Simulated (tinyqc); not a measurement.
Channel length: inversion-layer mobility, back-scattering and ballistic limit of a field-effect transistor. Computed by tinyqc, a small Python program. Command: `OMP_NUM_THREADS=1 python tinyqc.py 3008847 3008848 out.jsonl mos walk`. One thread of a shared host (Intel(R) Xeon(R) Processor @ 2.30GHz), about 0.01 s of CPU time with the checks.

The charge at the top of the source barrier is fixed by the gate; series resistance and short-channel effects are left out. F_j are Fermi integrals normalised to exp(eta) in the classical limit.

Inputs (values chosen for the exercise, modelled on a silicon p-channel):

| quantity | value | unit |
|---|---|---|
| transport mass m | 0.3 | m_0 |
| valley degeneracy g_v | 1 | - |
| weight w of the inversion charge | 0.333 | - |
| permittivity eps | 11.7 | - |
| phonon mobility at 1 MV/cm and 300 K, mu_ph | 100 | cm^2/(V s) |
| roughness mobility at 1 MV/cm, mu_sr | 120 | cm^2/(V s) |
| Coulomb mobility at N_inv = 1e12/cm^2, mu_C | 330 | cm^2/(V s) |
| electrical oxide thickness t_inv | 2.1 | nm |
| depletion charge N_dep | 7e+11 | 1/cm^2 |
| gate overdrive V_G - V_T | 0.82 | V |
| drain voltage V_D | 0.83 | V |
| exponent a of the critical length | 0.63 | - |
| temperature T | 400 | K |

Statistics at the top of the barrier: Fermi-Dirac.

Constants: eps_0 = 8.8541878128e-12 F/m; e = 1.602176634e-19 C; m_0 = 9.1093837015e-31 kg; k_B = 1.380649e-23 J/K; hbar = 1.054571817e-34 J s; k_B = 8.617333262e-05 eV/K.

Method:
- N_inv = 3.9 eps_0 (V_G - V_T)/(e t_inv); effective field E_eff = e (N_dep + w N_inv)/(eps eps_0).
- mu_phonon = mu_ph (E_eff/1 MV/cm)^(-0.3) (T/300 K)^(-1.75); mu_rough = mu_sr (E_eff/1 MV/cm)^(-2); mu_Coulomb = mu_C (N_inv/1e12 cm^-2) (T/300 K); Matthiessen's rule adds 1/mu.
- F_j(eta) = (1/Gamma(j + 1)) int_0^infinity x^j/(1 + exp(x - eta)) dx, F_0 = ln(1 + exp(eta)). Integrals over x = E/(k_B T) use 160 Gauss-Legendre points in u = sqrt(x) from 0 to sqrt(max(eta, 0) + 32).
- Ballistic channel: N_2D = g_v m k_B T/(pi hbar^2), U = e V_D/(k_B T); eta_F solves N_inv = (N_2D/2)[F_0(eta_F) + F_0(eta_F - U)]; v_T = sqrt(2 k_B T/(pi m)); I/W = e (N_2D/2) v_T [F_1/2(eta_F) - F_1/2(eta_F - U)]; injection velocity v_T F_1/2(eta_F)/F_0(eta_F).
- Mean free path lambda = (2 k_B T/e)(mu/v_T) F_0(eta_0)/F_-1/2(eta_0), with eta_0 from N_inv = N_2D F_0(eta_0); critical length l = L (1 + U)^(-a), an empirical rule; back-scattering r = l/(l + lambda). Then eta solves N_inv = (N_2D/2)[(1 + r) F_0(eta) + (1 - r) F_0(eta - U)] and I/W = e (N_2D/2) v_T (1 - r)[F_1/2(eta) - F_1/2(eta - U)].
- The last column is the long-channel law e N_inv mu V/L with V = V_D - V_D^2/(2 V_ov) below pinch-off and V_ov/2 above, V_ov = V_G - V_T.

inversion density N_inv = 8.41584e+12 1/cm^2

effective mobility mu = 60.6795 cm^2/(V s)

ballistic current I/W = 2450.32 microampere/micrometre

Currents (microampere/micrometre):

| L (nm) | r | I/W | ballistic ratio | long-channel law |
|---|---|---|---|---|
| 5 | 0.11181 | 1884.5 | 0.76909 | 6709.1 |
| 10 | 0.20113 | 1528.1 | 0.62364 | 3354.5 |
| 20 | 0.33491 | 1106.3 | 0.45148 | 1677.3 |
| 40 | 0.50177 | 710.9 | 0.29013 | 838.6 |
| 80 | 0.66824 | 413.8 | 0.16887 | 419.3 |
| 160 | 0.80113 | 225.2 | 0.09189 | 209.7 |
| 400 | 0.90967 | 95.1 | 0.03879 | 83.9 |
| 1000 | 0.96180 | 38.9 | 0.01587 | 33.5 |

What follows from these numbers?

The current scales as L^-0.98 at the long end and as L^-0.30 at the short end, where it reaches 77 % of the ballistic 2450. The long-channel law passes the ballistic limit between 10.0 and 20.0 nm and has no meaning below. At 1000 nm the model gives 1.16 times the long-channel law; the rule for l is a fit for short devices and fails wherever the model exceeds that law. Raising mu by 10 % at 20 nm raises I by 5.3 %.

Extremes, crossings and ranges named in words are read from the listed rows.
